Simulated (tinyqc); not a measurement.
Stress along the channel: six-band hole subbands of a thin body in a field.

Basis X, Y, Z times spin, hole energies counted downwards from the unstrained edge (the hydrostatic shift is left out), c = hbar^2/2m0. For a symmetric tensor T let C(T) have C_XX = L Txx + M (Tyy + Tzz), C_XY = N Txy (cyclic), L = c (g1 + 4 g2), M = c (g1 - 2 g2), N = 6 c g3. k = q + kz n, n the unit normal, q = k1 u + k2 v with u along the channel [1-10] and v = n x u. H = C(k k^T) + (Dso/3)(1 - L.sigma) - B + e F z with (L_k)_ij = -i epsilon_kij; B is the block C built from the traceless strain with 2b, -b and sqrt(3) d in place of L, M, N. Strain: exx = eyy = (s11 + s12) sx/2, ezz = s12 sx, exy = -s44 sx/4. Hard walls at z = 0 and t; basis sin(j pi z/t), j = 1 to Nz: kz^2 = (j pi/t)^2, kz = -i D with D_jl = 4 j l/(t (j^2 - l^2)), z_jj = t/2 and z_jl = -8 t j l/(pi (j^2 - l^2))^2 for j + l odd; 1 MV/cm = 0.01 eV/angstrom.

Nz = 14. E1 is the top subband at q = 0, gap the distance to the next pair, and the masses are c q^2/(E(q) - E1) at |q| = 0.02 1/angstrom (mean of the spin pair) along the channel [1-10] and across it in the plane; a dash marks a band that does not rise.

Constants: hbar^2/2m0 = 3.80998211 eV angstrom^2.

Inputs chosen for the exercise (near those of a p-type Si channel; the results hold for these values, not for the real material):
```
symbol  value                 unit      meaning
g1      4.31                            Luttinger gamma1
g2      0.34                            gamma2
g3      1.44                            gamma3
Dso     0.044                 eV        spin-orbit splitting
b       -2.12                 eV        tetragonal potential
d       -4.75                 eV        trigonal potential
S       (7.71, -2.11, 12.58)  1/TPa     compliances s11, s12, s44
face    110                             surface
t       85                    angstrom  body thickness
F       0.2                   MV/cm     field across the body
```

Each row has its own sx.

Results:
```
sx (GPa)  E1 (meV)  gap (meV)  m channel  m across
-3.0         -55.4       30.1      0.113     0.276
-2.0         -19.4       30.1      0.114     0.276
-1.0          16.3       30.1      0.115     0.276
-0.5          34.0       30.0      0.116     0.277
0.0           51.4       29.4      0.118     0.279
0.5           67.4       21.2      0.129     0.283
1.0           73.8       16.6      0.228     0.286
```

What does the comparison show, and why?

Under 2 GPa of compression the channel mass goes from 0.118 to 0.114 m0, the mass across from 0.279 to 0.276; the gap to the next subband is 30, 29 and 17 meV at -2, 0 and +1 GPa. The lightest channel mass of the table, 0.113 m0, is at -3.0 GPa. Compression changes the channel mass little here, since confinement on this face has already singled out the orbital that the stress favours.

Computed by tinyqc, a small Python program: `OMP_NUM_THREADS=1 python tinyqc.py 1250705 1250706 out.jsonl` (the numbers bound the seed that draws the inputs); one thread of a shared host (Intel(R) Xeon(R) Processor @ 2.30GHz), about 0.4 s for the whole set of steps.
